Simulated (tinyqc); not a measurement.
# Schottky emission and Poole-Frenkel conduction in an insulator, and how to tell them apart: effect of temperature

Schottky emission (electrode-limited): J = As T^2 exp[-(pb - b sqrt(F))/Vt], b = sqrt(q/(4 pi eps0 ei)). Poole-Frenkel emission (bulk-limited): J = s0 F exp[-(pt - 2 b sqrt(F))/Vt]. F in V/cm.

Both formulas at the same field.

Values chosen for this exercise; dielectric values close to those of aluminium oxide: high-frequency relative permittivity ei = 3.3; trap depth pt = 1.34 eV; Poole-Frenkel prefactor s0 = 0.017 S/cm; electrode barrier pb = 1.36 eV; Richardson constant As = 33 A/(cm^2 K^2); field F = 2.2 MV/cm.

Constants: q = 1.602176634e-19 C, kB = 1.380649e-23 J/K, Vt = kB T/q, eps0 = 8.8541878128e-14 F/cm where lengths are in cm. Results are converted to the units shown.

Results:
```
T (K)  J, Schottky (A/cm^2)  J, Poole-Frenkel (A/cm^2)     ratio
225               5.014e-18                  2.743e-12  1.828e-6
260               9.824e-15                  4.075e-10  2.411e-5
340                1.035e-9                   7.861e-7  0.001317
380                5.626e-8                   1.046e-5  0.005380
420                1.457e-6                   8.497e-5   0.01715
475                5.365e-5                   8.514e-4   0.06302
```

Estimate the missing row, T = 300 K.

Computed row:
```
T (K)  J, Schottky (A/cm^2)  J, Poole-Frenkel (A/cm^2)     ratio
300               6.773e-12                   2.964e-8  2.285e-4
```

With this row back in the table: The Schottky current grows by 13.0 decades and the Poole-Frenkel current by 8.49, as their lowered barriers are 1.05 and 0.720 eV. A tunnelling current would hardly change over this range. For T = 225, 260, 300, 340, 380 a Fowler-Nordheim estimate for tunnelling through pb with a mass of 0.4 m0 exceeds the Schottky current, so tunnelling, left out here, would compete. For T = 225, 260, 300 a Fowler-Nordheim estimate for tunnelling through pb with a mass of 0.4 m0 exceeds the Poole-Frenkel current, so tunnelling, left out here, would compete.

Numbers from tinyqc (`OMP_NUM_THREADS=1 python tinyqc.py 2370033 2370034 out.jsonl`; about 0.01 s on one thread of a shared Intel Xeon 2.30GHz).
